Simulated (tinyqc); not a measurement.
Metal gate on a two-layer dielectric stack with fixed charge and a dipole: two steps of the calculation.

Gate, layer 2, layer 1, p-type semiconductor; x runs from the gate inwards. Charges are counted in units of +q. psi is the band bending at the surface, positive towards inversion. Classical charge, Boltzmann statistics, no interface traps.

Values chosen for this exercise; band and dielectric values close to those of silicon, layer 1 close to silicon dioxide, layer 2 close to aluminium oxide:
```
symbol,value,unit,meaning
T,350,K,temperature
Eg,1.12,eV,band gap
eps_r,11.6,,relative permittivity
Nc,3.57e19,cm^-3,conduction-band density of states at T
Nv,3.29e19,cm^-3,valence-band density of states at T
Na,1.7e17,cm^-3,acceptor density
ps,-0.177,V,band bending psi of the working point
```

Constants: q = 1.602176634e-19 C, kB = 1.380649e-23 J/K, Vt = kB T/q, eps0 = 8.8541878128e-14 F/cm where lengths are in cm. Results are converted to the units shown.

Question 1. Threshold voltage. ni = sqrt(Nc Nv) exp(-Eg/(2 Vt)), Eg in volts, pB = Vt ln(Na/ni), Vth = Vfb + 2 pB + sqrt(4 q eps0 eps_r Na pB)/Cox.

Vfb = -0.31140878 V
Cox = 0.77151157 uF/cm^2

Find: ni; pB; depletion charge; Vth.

Answer 1.

ni = 2.960e11 cm^-3
pB = 0.4000 V
depletion charge = 0.2116 uC/cm^2
Vth = 0.7627 V

Question 2. Charge in the semiconductor. ni = sqrt(Nc Nv) exp(-Eg/(2 Vt)), Eg in volts. Qs = -sign(psi) sqrt(2 q eps0 eps_r Na Vt [exp(-u) + u - 1 + (ni/Na)^2 (exp(u) - u - 1)]), u = psi/Vt.

Wanted: Qs.

Answer 2.

Qs = 0.76508 uC/cm^2

The surface is accumulated.

Numbers from tinyqc (`OMP_NUM_THREADS=1 python tinyqc.py 2010148 2010149 out.jsonl`; about 0.01 s on one thread of a shared Intel Xeon 2.30GHz).
